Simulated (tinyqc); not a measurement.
Inside a calculation. Method: plane-wave Kohn-Sham cycle with exchange-only LDA in a layered model solid. One step of it, computed by the program tinyqc.

Problem. Iteration 2: levels at that k. Diagonalise the Hermitian matrix.

H (hartree), lower triangle:
```
           -2         -1         +0         +1        +2
-2   3.243648
-1  -0.084303   0.562904
+0   0.098446  -0.084303  -0.330677
+1  -0.001604   0.098446  -0.084303   0.562904
+2   0.003257  -0.001604   0.098446  -0.084303  3.243648
```

Give: eigenvalues.

Solution.

eigenvalues (hartree): -0.3494  0.4620  0.6715  3.2429  3.2555
